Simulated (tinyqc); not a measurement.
Inside a calculation. Model: short-channel transistor, virtual-source model with series resistance.

tinyqc, about 0.01 s, one thread, Intel Xeon 2.30GHz (shared host): `OMP_NUM_THREADS=1 python tinyqc.py 2380070 2380071 out.jsonl` Printed values are rounded.

The current per gate width is the charge at the top of the source barrier (the virtual source) times its velocity times a saturation function; al and be are fitting constants of the model. Units: I in uA/um, Rs in ohm um, so I Rs = 1e-6 I Rs in volts; Q in uC/cm^2, so I = 1e-4 Q vx0 Fsat with vx0 in cm/s.

Parameters, values chosen for the exercise:
```
symbol   value        unit                                                         meaning
T          300           K                                                     temperature
Cinv      3.12     uF/cm^2                                           inversion capacitance
vx0     2.41e7        cm/s                                  velocity at the virtual source
mu         160  cm^2/(V s)                                               apparent mobility
L           20          nm                                                  channel length
VT0      0.317           V                                 threshold at zero drain voltage
dl       0.155         V/V                                  drain-induced barrier lowering
n0        1.15                                                         subthreshold factor
nd         0.1         1/V                                  growth of n with drain voltage
al         3.5              threshold shift (in units of Vt) from weak to strong inversion
be         1.8                                                     sharpness of saturation
Rs         200      ohm um                               series resistance of each contact
Vgs        0.5           V                                                    gate voltage
Vds        0.5           V                                                   drain voltage
```

Constants: q = 1.602176634e-19 C, kB = 1.380649e-23 J/K, Vt = kB T/q. Results are converted to the units shown.

## Iteration 1: current through the series resistance

I at the start = 0 uA/um

Intrinsic voltages Vg' = Vgs - I Rs, Vd' = Vds - 2 I Rs. n = n0 + nd Vd', VT = VT0 - dl Vd', Ff = 1/(1 + exp((Vg' - VT + al Vt/2)/(al Vt))), Q = Cinv n Vt ln(1 + exp((Vg' - VT + al Vt Ff)/(n Vt))), Vdsat = (vx0 L/mu)(1 - Ff) + Vt Ff, Fsat = u/(1 + u^be)^(1/be) with u = Vd'/Vdsat, and I(out) = Q vx0 Fsat per width. (Fsat takes the sign of u.) Newton step: I(new) = I + (I(out) - I)/(1 - s), s = dI(out)/dI by a central difference with +/- 0.001 uA/um.

Vg' = 0.5 V
Vd' = 0.5 V
VT = 0.2395 V
Ff = 0.03295743
Q = 0.8220838 uC/cm^2
Vdsat = 0.2921736 V
Fsat = 0.8360940
I(out) = 1656.488 uA/um
s = -1.919672
I after iteration 1 = 567.3542 uA/um

## Iteration 2: current through the series resistance

As before.

Vg' = 0.3865292 V
Vd' = 0.2730583 V
VT = 0.2746760 V
Ff = 0.1497972
Q = 0.3927999 uC/cm^2
Vdsat = 0.2599962 V
Fsat = 0.6969003
I(out) = 659.7191 uA/um
s = -1.518097
I after iteration 2 = 604.0346 uA/um

## Course of the iteration: current through the series resistance

Stop when I changes by less than 1e-7 uA/um, or after 80 iterations.

Course of the iteration:

| iteration | I (uA/um) | \|change\| (uA/um) |
|---|---|---|
| 1 | 567.3542 | 567 |
| 2 | 604.0346 | 36.7 |
| 3 | 604.3532 | 0.319 |
| 4 | 604.3533 | 2.50e-5 |
| 5 | 604.3533 | < 1e-10 |

Converged in 5 iterations. At the end the number of correct digits about doubles with each step.

## What the series resistance costs

converged I = 604.3533 uA/um
I0 = 1656.488 uA/um

Intrinsic voltages Vg' = Vgs - I Rs, Vd' = Vds - 2 I Rs. n = n0 + nd Vd', VT = VT0 - dl Vd', Ff = 1/(1 + exp((Vg' - VT + al Vt/2)/(al Vt))), Q = Cinv n Vt ln(1 + exp((Vg' - VT + al Vt Ff)/(n Vt))), Vdsat = (vx0 L/mu)(1 - Ff) + Vt Ff, Fsat = u/(1 + u^be)^(1/be) with u = Vd'/Vdsat, and I = Q vx0 Fsat per width. I0 is the current for Rs = 0. Effective velocity I/Q; transit time L Q/I.

loss against I0 = 63.51599 %
effective velocity = 1.646635e7 cm/s
transit time = 0.1214598 ps

The carriers leave the virtual source at 68.3 % of vx0: Vd' is not large against Vdsat.
